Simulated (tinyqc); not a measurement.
# Changing the temperature T

Model: one anharmonic mode: perturbation theory, self-consistent phonons and exact levels. Computed by tinyqc, a small Python program. Command: `OMP_NUM_THREADS=1 python tinyqc.py 3011617 3011618 out.jsonl scp sweep`. One thread of a shared host (Intel(R) Xeon(R) Processor @ 2.30GHz), about 0.08 s of CPU time with the checks.

V(x) = k x^2/2 + b x^4 for one coordinate x of mass M. A constant K > 0 gives hbar Omega = sqrt((hbar^2/u) K/M) with K in eV/angstrom^2 and M in u.

Inputs (values chosen for the exercise, for a model mode):
```
quantity             value           unit
mode mass M            106              u
harmonic constant k  -13.2  eV/angstrom^2
quartic constant b     628  eV/angstrom^4
mixing                 0.2              -
```

Shape: double well.

Constants: hbar^2/u = 4.18015928e-03 eV angstrom^2; k_B = 8.617333262e-05 eV/K.

Method:
- Self-consistent phonon, centred at x = 0: K = k + 12 b <x^2>, <x^2> = (hbar Omega/(2K)) coth(hbar Omega/(2 k_B T)).
- Start at K = |k|; K(new) = K + mixing x (K_out - K), but at least K/20; stop when |K_out - K| < 1e-9 |k| or after 90 steps.
- Its free energy is F = k_B T ln[2 sinh(hbar Omega/(2 k_B T))] + (k - K)<x^2>/2 + 3 b <x^2>^2, an upper bound to the exact one.
- Basis: oscillator states n of the constant |k|, with x = s (a + a+), s^2 = hbar Omega/(2|k|); H = hbar Omega (n + 1/2) + (k - |k|) x^2/2 + b x^4, with exact matrix elements of x^2 and x^4.
- Exact values use 120 basis states: F = -k_B T ln sum exp(-E_n/(k_B T)), and <x^2> is the Boltzmann mean.

One run for each value; columns: (1) temperature T (K); (2) self-consistent quantum (meV); (3) self-consistent <x^2> (angstrom^2); (4) exact <x^2> (angstrom^2); (5) self-consistent free energy (meV); (6) exact free energy (meV):
```
(1)    (2)       (3)       (4)     (5)     (6)
11    9.57  0.002060  0.003249   -3.21   -5.69
16    9.59  0.002061  0.003287   -3.21   -5.73
24    9.71  0.002069  0.003385   -3.23   -5.87
35   10.10  0.002095  0.003519   -3.33   -6.23
53   10.97  0.002156  0.003677   -3.71   -7.05
78   12.18  0.002251  0.003810   -4.65   -8.47
120  13.94  0.002406  0.003950   -7.04  -11.43
170  15.66  0.002577  0.004081  -10.84  -15.72
260  18.07  0.002851  0.004297  -19.52  -25.10
```

What does the table show, and why?

Over the rows, self-consistent quantum (meV) rises from 9.57 to 18.1 (exponent d ln y / d ln x 0.0038 between the first rows and 0.34 between the last); self-consistent <x^2> (angstrom^2) rises from 0.00206 to 0.00285 (exponent d ln y / d ln x 0.0011 between the first rows and 0.24 between the last); exact <x^2> (angstrom^2) rises from 0.00325 to 0.00430 (exponent d ln y / d ln x 0.031 between the first rows and 0.12 between the last). At the low end the exponent of self-consistent quantum is 0.00, close to 0: zero-point motion sets the spread, or the mode is nearly harmonic. Heating widens the self-consistent distribution, and the quartic term then stiffens the mode: the way a soft mode is stabilised at high temperature.
